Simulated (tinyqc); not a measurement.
Inside a calculation. Model: X-ray reflectivity of a thin film on silicon: critical angles, Parratt recursion, fringes and roughness. Computed by tinyqc, a small Python program that keeps every step. Command: `OMP_NUM_THREADS=1 python tinyqc.py 3120619 3120620 out.jsonl xrr walk`. One thread of a shared host (Intel(R) Xeon(R) Processor @ 2.30GHz), about 0.01 s of CPU time with the checks. Intermediate numbers are printed to about 6 digits and carried at full precision; extremes and crossings named in words are read from the listed rows.

n = 1 - delta + i beta; the classical electron radius is r_e = 2.8179403e-6 nm. Layer 0 is vacuum, 1 the film, 2 the substrate.

Inputs (values chosen for the exercise, modelled on Al2O3 on silicon, copper K-alpha radiation):
```
quantity                                        value     unit
wavelength lambda                             0.15406       nm
film density rho                                 3.24   g/cm^3
effective electrons per unit mass, film         0.485    mol/g
beta/delta, film                                0.013        -
film thickness d                                 24.4       nm
roughness of the surface sigma_1                 0.85       nm
roughness of the interface sigma_2               0.35       nm
substrate density                                2.33   g/cm^3
effective electrons per unit mass, substrate    0.507    mol/g
beta/delta, substrate                           0.023        -
grazing angle theta                              2.21  degrees
```

Constants: N_A = 6.02214076e+23 1/mol.

## Optical constants

delta = r_e lambda^2 rho_e/(2 pi), rho_e = density x electrons per mass x N_A; critical angle sqrt(2 delta), q_c = 4 sqrt(pi r_e rho_e).

Constants:
```
layer      rho_e (1/nm^3)        delta         beta  critical angle (degrees)  q_c (1/nm)
film              946.319  1.00732e-05  1.30952e-07                  0.257171    0.366117
substrate         711.402  7.57263e-06  1.74170e-07                  0.222977    0.317437
```

The film is denser in electrons than the substrate; X-rays tunnel through a film of a few nanometres, so the edge of total reflection moves to the value of the film only as it thickens.

## Critical angle of the film

The formulas are those given above.

critical angle of the film = 0.257171 degrees

## Reflectivity at one angle

k_j = (2 pi/lambda) sqrt(sin^2 theta - 2 delta_j + 2 i beta_j); r_ij = (k_i - k_j)/(k_i + k_j) x exp(-2 k_i k_j sigma^2) (Nevot-Croce); r = (r_01 + r_12 p)/(1 + r_01 r_12 p), p = exp(2 i k_1 d); R = |r|^2.

k_0, k_1, k_2 (1/nm): 1.57272  1.56203+0.00014i  1.56469+0.00019i

1000 r_01 = 0.0979695-0.0013134i

1000 r_12 = -0.467545-0.007925i

p = 0.671080+0.732211i

reflectivity R = 1.65877e-07

q = 4 pi sin(theta)/lambda = 3.14544 1/nm

## Fringe period, contrast and decay

Far above the critical angle the period is d theta = lambda/(2 d), or 2 pi/d in q; the envelope runs between (|r_01| - |r_12 p|)^2 and (|r_01| + |r_12 p|)^2; contrast = 2 a b/(a^2 + b^2) with a = |r_01|, b = |r_12 p|; roughness factors on the amplitudes are about exp(-q^2 sigma^2/2).

period in theta = 0.180881 degrees

period in q = 0.257508 1/nm

contrast = 0.403943

roughness factor, surface = 0.0280395

roughness factor, interface = 0.545531

## Thickness from the minima

Minima of R theta^4 are located on 6001 points over 7.5 periods, from 1.15 times the larger critical angle. With refraction, sin^2(theta_m) = 2 delta + m^2 (lambda/(2 d))^2, m integer or half-integer; the first six minima are used, and the first order is the one that minimises the largest residual of the least-squares line plus the distance of its intercept from 2 delta. Without refraction, d = lambda/(2 x mean step of sin theta).

Minima:
```
order m  theta (degrees)  sin^2 theta
1                0.31542  3.03056e-05
2                0.44475  6.02522e-05
3                0.60121  1.10101e-04
4                0.76852  1.79905e-04
5                0.94081  2.69602e-04
6                1.11559  3.79061e-04
```

d with refraction = 24.4018 nm

d without refraction = 27.5808 nm

Against d = 24.4 nm the errors are +0.01 % with and +13.04 % without refraction. The orders are integers, as r_01 and r_12 have opposite signs for a film denser than the substrate.

## Which roughness does what

R is averaged over one period above each angle (64 points); contrast = (max - min)/(max + min) of R theta^4 over that period. Cases: smooth; only sigma_1; only sigma_2; both.

Mean R and contrast:
```
theta (degrees)     R smooth  contrast   R, sigma_1  contrast, sigma_1   R, sigma_2  contrast, sigma_2      R, both  contrast, both
0.8              5.51834e-04  0.479750  2.20027e-04        8.02962e-01  5.45769e-04           0.441836  2.13985e-04        0.762248
1.2              1.13415e-04  0.471541  1.75132e-05        9.84145e-01  1.11047e-04           0.398377  1.52880e-05        0.941241
1.8              2.28020e-05  0.466421  1.38432e-06        6.00528e-01  2.21518e-05           0.315469  6.28878e-07        0.801021
2.5              6.42505e-06  0.466600  3.76162e-07        6.20758e-02  6.16997e-06           0.214970  7.21033e-08        0.117267
3.5              1.79256e-06  0.466456  1.02131e-07        7.77087e-04  1.67821e-06           0.101260  4.29038e-09        0.157463
```

At 2.5 degrees sigma_1 alone multiplies the mean R by 0.059 and sigma_2 alone by 0.96; the contrast goes from 0.47 (smooth) to 0.06 and 0.21.

Checks made by the program: smooth bare substrate far above q_c against (q_c/2q)^4 (relative difference 1e-03).
